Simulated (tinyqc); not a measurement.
Three surfaces against bond counting: Gupta-type many-body potential for a metal. Computed by tinyqc, a small Python program. Command: `OMP_NUM_THREADS=1 python tinyqc.py 3009536 3009537 out.jsonl gupta walk`. One thread of a shared host (Intel(R) Xeon(R) Processor @ 2.30GHz), about 0.01 s of CPU time with the checks.

E_i = sum_j A exp(-p (r_ij/r0 - 1)) - xi rho_i^gamma, with rho_i = sum_j exp(-2 q (r_ij/r0 - 1)); gamma = 1/2 is the tight-binding second-moment form. The crystal is fcc unless stated; d is the neighbour distance and a fixed number of shells is kept.

Inputs (values chosen for the exercise, modelled on lead): repulsion A = 0.0966 eV; hopping xi = 0.931 eV; decay p = 9.69; decay q = 3.55; reference distance r0 = 3.501 angstrom; shells kept = 3; embedding exponent gamma = 0.5.

Constants: 1 eV/angstrom^3 = 160.2176634 GPa; 1 eV/angstrom^2 = 16.02176634 J/m^2.

Method:
- fcc shells: d sqrt(k), k = 1..5, with 12, 6, 24, 12, 24 atoms; Omega = d^3/sqrt2.
- Equilibrium: dE/dd = 0; B = d^2 E''(d)/(9 Omega).
- Cut the crystal without relaxation; an atom in layer l keeps the neighbours that lie below the surface plane. Excess = E_i + E_c. Surface energy = sum of excesses over the layers, divided by the area per surface atom: (sqrt3/2) d^2 for (111), d^2 for (100), sqrt2 d^2 for (110).
- Bond counting with pair bonds charges E_c/12 for each missing nearest neighbour: 3, 4 and 6 per surface cell.

neighbour distance d = 3.47788 angstrom

cohesive energy E_c = 2.11491 eV

Surfaces:
```
face   missing bonds  excess (eV)  bond counting (eV)    ratio  surface energy (J/m^2)
(111)              3      0.15261              0.5287  0.28863                 0.23341
(100)              4      0.20544              0.7050  0.29142                 0.27212
(110)              6      0.32366              1.0575  0.30608                 0.30315
```

The order of surface energies is (111) < (100) < (110), with (110)/(111) = 1.299 against 1.225 from counting first-neighbour bonds. The excess is 0.29 to 0.31 of the bond-counting value: atoms with fewer neighbours have stronger bonds. Further shells enter the excess but not the count. Caution: relaxation, left out here, lowers surface energies. Caution: fitted second-moment potentials usually give surface energies well below measured ones.
